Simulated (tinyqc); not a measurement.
Worked calculation: CIS on RHF in the sto-3g basis, frozen core, for BeH2, spin multiplicity 1. One step of it, computed by the program tinyqc.

Task: CIS matrix, triplets. A(ia,jb) = (e_a - e_i) d_ij d_ab - (ij|ab).

orbital energies (hartree): MO1 -4.521848, MO2 -0.449914, MO3 -0.411688, MO4 0.212528, MO5 0.212737, MO6 0.440232, MO7 0.888939

Two-electron integrals over orbitals (pq|rs), unique and non-zero (hartree); the lowest 1 orbital is frozen and left out:
```
p,q,r,s,(pq|rs)
2,2,2,2,0.399719
3,2,2,2,0.032146
3,2,3,2,0.157863
3,3,2,2,0.400995
3,3,3,2,-0.026668
3,3,3,3,0.434640
4,2,2,2,0.002140
4,2,3,2,0.000208
4,2,3,3,0.002069
4,2,4,2,0.048663
4,3,2,2,0.000283
4,3,3,2,0.002410
4,3,3,3,-0.000639
4,3,4,2,-0.003000
4,3,4,3,0.014517
4,4,2,2,0.365929
4,4,3,2,0.000144
4,4,3,3,0.352118
4,4,4,2,-0.005178
4,4,4,3,0.000548
4,4,4,4,0.450016
5,2,5,2,0.048663
5,3,5,2,-0.003003
5,3,5,3,0.014459
5,4,5,2,-0.001797
5,4,5,3,0.000171
5,4,5,4,0.024306
5,5,2,2,0.366020
5,5,3,2,0.000142
5,5,3,3,0.352145
5,5,4,2,-0.001592
5,5,4,3,0.000207
5,5,4,4,0.401325
5,5,5,5,0.449859
6,2,2,2,-0.023943
6,2,3,2,-0.009616
6,2,3,3,-0.044056
6,2,4,2,-0.000619
6,2,4,3,-0.000032
6,2,4,4,0.054881
6,2,5,5,0.055084
6,2,6,2,0.078099
6,3,2,2,-0.016051
6,3,3,2,-0.091707
6,3,3,3,0.021227
6,3,4,2,-0.000019
6,3,4,3,-0.002034
6,3,4,4,-0.007946
6,3,5,5,-0.007967
6,3,6,2,-0.003159
6,3,6,3,0.084517
6,4,2,2,0.000800
6,4,3,2,0.000070
6,4,3,3,-0.000545
6,4,4,2,0.046749
6,4,4,3,-0.004670
6,4,4,4,-0.001251
6,4,5,5,0.001225
6,4,6,2,0.004166
6,4,6,3,-0.000559
6,4,6,4,0.050405
6,5,5,2,0.046987
6,5,5,3,-0.004696
6,5,5,4,-0.001244
6,5,6,5,0.050599
6,6,2,2,0.391752
6,6,3,2,-0.005044
6,6,3,3,0.404854
6,6,4,2,0.005185
6,6,4,3,-0.000608
6,6,4,4,0.364270
6,6,5,5,0.364557
6,6,6,2,-0.032353
6,6,6,3,0.007522
6,6,6,4,0.003420
6,6,6,6,0.408733
7,2,2,2,-0.009880
7,2,3,2,-0.042660
7,2,3,3,0.004033
7,2,4,2,-0.000527
7,2,4,3,-0.002231
7,2,4,4,0.006112
7,2,5,5,0.006115
7,2,6,2,0.012849
7,2,6,3,0.060073
7,2,6,4,0.000187
7,2,6,6,-0.001286
7,2,7,2,0.057463
7,3,2,2,-0.004019
7,3,3,2,-0.000289
7,3,3,3,-0.019746
7,3,4,2,-0.003214
7,3,4,3,0.000492
7,3,4,4,0.061386
7,3,5,5,0.061386
7,3,6,2,0.072795
7,3,6,3,-0.012726
7,3,6,4,0.001565
7,3,6,6,-0.024644
7,3,7,2,0.005332
7,3,7,3,0.082618
7,4,2,2,-0.001016
7,4,3,2,-0.005438
7,4,3,3,0.001017
7,4,4,2,0.002628
7,4,4,3,0.013410
7,4,4,4,-0.000082
7,4,5,5,-1.75e-06
7,4,6,2,0.000376
7,4,6,3,0.003282
7,4,6,4,0.000973
7,4,6,6,0.000328
7,4,7,2,0.000888
7,4,7,3,0.000046
7,4,7,4,0.016887
7,5,5,2,0.002641
7,5,5,3,0.013487
7,5,5,4,-0.000040
7,5,6,5,0.000985
7,5,7,5,0.016679
7,6,2,2,0.026406
7,6,3,2,0.139490
7,6,3,3,-0.026561
7,6,4,2,0.000353
7,6,4,3,0.002764
7,6,4,4,0.000332
7,6,5,5,0.000343
7,6,6,2,-0.007527
7,6,6,3,-0.093835
7,6,6,4,0.000271
7,6,6,6,-0.006718
7,6,7,2,-0.053918
7,6,7,3,0.001551
7,6,7,4,-0.004790
7,6,7,6,0.139344
7,7,2,2,0.423907
7,7,3,2,0.009244
7,7,3,3,0.439060
7,7,4,2,0.000463
7,7,4,3,0.000127
7,7,4,4,0.388512
7,7,5,5,0.388444
7,7,6,2,-0.032894
7,7,6,3,-0.002721
7,7,6,4,-0.001385
7,7,6,6,0.430382
7,7,7,2,-0.005861
7,7,7,3,-0.007210
7,7,7,4,-0.000251
7,7,7,6,0.006121
7,7,7,7,0.481946
```

Give: CIS matrix A, triplet.

Result:

CIS matrix A, triplet (hartree), lower triangle:
```
,2>4,2>5,2>6,2>7,3>4,3>5,3>6,3>7
2>4,0.297
2>5,0.000,0.297
2>6,-0.001,0.000,0.498
2>7,0.001,0.000,-0.026,0.915
3>4,0.000,0.000,0.000,0.005,0.272
3>5,0.000,0.000,0.000,0.000,0.000,0.272
3>6,0.000,0.000,0.005,-0.139,0.001,0.000,0.447
3>7,0.005,0.000,-0.139,-0.009,-0.001,0.000,0.027,0.862
```
